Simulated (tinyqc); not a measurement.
## Pinning factor and decay constant from two barriers

Inverse problem. phiB = S (phiM - chi) + (1 - S)(Eg - E0) with S = 1/(1 + (1/S0 - 1) exp(-be ti)). Find S0, S at the given thickness and be.

Values chosen for this exercise; semiconductor values close to those of gallium arsenide; interlayer mass of the order of that in strontium titanate, offset chosen freely:
- Eg = 1.4 eV (band gap)
- chi = 4.18 eV (electron affinity)
- E0 = 0.51 eV (charge-neutrality level above the valence band)
- phiM = 4.14 eV (metal work function)

phiB at ti = 0, 0.5 nm (eV): [0.80072000, 0.36545557]

Answer. Each barrier gives its S by linear interpolation between the pinned and the unpinned value; the ratio of the two values of 1/S - 1 is exp(be ti).

S0 = 0.09600
S = 0.5640
be = 5.000 1/nm

Numbers from tinyqc (`OMP_NUM_THREADS=1 python tinyqc.py 2270035 2270036 out.jsonl`; about 0.02 s on one thread of a shared Intel Xeon 2.30GHz).
